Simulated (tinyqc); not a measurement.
Inside a calculation. Method: UHF in the 3-21g basis, for H3-, spin multiplicity 1. The basis has no diffuse functions, so it cannot describe the extra electron: this is an exercise in the method, not the real anion. This run ends on a higher stationary point, not on the lowest solution. One step of it, computed by the program tinyqc.

Problem. Iteration 4: diagonalisation and new density. Diagonalise F' = X^T F X, C = X C', fill 2 alpha and 2 beta electrons from the bottom; D(s) = C_occ C_occ^T. Each column has its largest component positive (the first on a tie).

F(alpha) (hartree), lower triangle:
```
,1H 1s,1H 2s,2H 1s,2H 2s,3H 1s,3H 2s
1H 1s,0.383840
1H 2s,-0.322380,-0.126390
2H 1s,-0.145785,-0.147058,0.687812
2H 2s,-0.199039,-0.133838,-0.139066,0.001915
3H 1s,-0.208952,-0.199035,-0.248627,-0.235964,0.684648
3H 2s,-0.245272,-0.173232,-0.227896,-0.179670,-0.121827,0.007397
```

F(beta) (hartree), lower triangle:
```
,1H 1s,1H 2s,2H 1s,2H 2s,3H 1s,3H 2s
1H 1s,0.763995
1H 2s,-0.057933,0.058878
2H 1s,-0.202016,-0.219579,0.534971
2H 2s,-0.178780,-0.152750,-0.246404,-0.073632
3H 1s,-0.242316,-0.265454,-0.155726,-0.196639,0.461501
3H 2s,-0.205183,-0.181353,-0.178813,-0.145877,-0.274788,-0.096868
```

X, lower triangle:
```
,1H 1s,1H 2s,2H 1s,2H 2s,3H 1s,3H 2s
1H 1s,1.245802
1H 2s,-0.499033,1.612394
2H 1s,0.026900,0.007960,1.245801
2H 2s,0.007989,-0.360037,-0.499012,1.612089
3H 1s,0.026826,0.007953,0.026877,0.007987,1.245803
3H 2s,0.007939,-0.360607,0.007944,-0.360219,-0.499043,1.612538
```

Give: F' = X^T F X; orbital energies; coefficients C; F' = X^T F X; orbital energies; coefficients C; D(alpha) after iteration 4; D(beta) after iteration 4.

Solution.

F' = X^T F X (alpha) (hartree), lower triangle:
```
,1,2,3,4,5,6
1,0.945
2,-0.727,0.436
3,-0.019,-0.025,1.221
4,-0.048,-0.068,-0.639,0.566
5,-0.065,-0.072,-0.104,-0.123,1.192
6,-0.095,-0.124,-0.118,-0.179,-0.586,0.585
```

orbital energies (alpha) (hartree): MO1 -0.265, MO2 0.107, MO3 0.481, MO4 1.460, MO5 1.545, MO6 1.617

coefficients C (alpha):
```
,MO1,MO2,MO3,MO4,MO5,MO6
1H 1s,0.253,0.184,-0.034,-1.302,-0.081,0.024
1H 2s,0.447,0.997,-0.211,1.313,0.351,0.147
2H 1s,0.128,-0.152,-0.107,-0.038,0.339,1.279
2H 2s,0.146,-0.773,-0.904,-0.214,-0.163,-1.265
3H 1s,0.148,-0.097,0.134,-0.120,1.281,-0.312
3H 2s,0.219,-0.420,1.114,-0.107,-1.185,0.479
```

F' = X^T F X (beta) (hartree), lower triangle:
```
,1,2,3,4,5,6
1,1.251
2,-0.551,0.623
3,-0.069,-0.092,1.099
4,-0.077,-0.135,-0.711,0.488
5,-0.096,-0.125,-0.022,-0.045,1.011
6,-0.100,-0.165,-0.038,-0.068,-0.689,0.475
```

orbital energies (beta) (hartree): MO1 -0.257, MO2 0.103, MO3 0.479, MO4 1.481, MO5 1.558, MO6 1.583

coefficients C (beta):
```
,MO1,MO2,MO3,MO4,MO5,MO6
1H 1s,0.132,-0.007,0.146,0.223,0.824,-1.017
1H 2s,0.189,-0.081,1.212,-0.010,-0.623,1.099
2H 1s,0.176,0.198,-0.053,0.020,1.041,0.803
2H 2s,0.263,1.020,-0.469,0.247,-0.930,-0.923
3H 1s,0.222,-0.171,-0.080,1.297,-0.101,0.162
3H 2s,0.374,-0.879,-0.625,-1.270,0.405,-0.169
```

D(alpha) after iteration 4, lower triangle:
```
,1H 1s,1H 2s,2H 1s,2H 2s,3H 1s,3H 2s
1H 1s,0.098
1H 2s,0.297,1.194
2H 1s,0.004,-0.094,0.039
2H 2s,-0.106,-0.706,0.136,0.619
3H 1s,0.019,-0.031,0.034,0.097,0.031
3H 2s,-0.022,-0.321,0.092,0.357,0.073,0.224
```

D(beta) after iteration 4, lower triangle:
```
,1H 1s,1H 2s,2H 1s,2H 2s,3H 1s,3H 2s
1H 1s,0.017
1H 2s,0.025,0.042
2H 1s,0.022,0.017,0.070
2H 2s,0.027,-0.033,0.248,1.110
3H 1s,0.031,0.056,0.005,-0.116,0.079
3H 2s,0.056,0.142,-0.108,-0.798,0.233,0.912
```
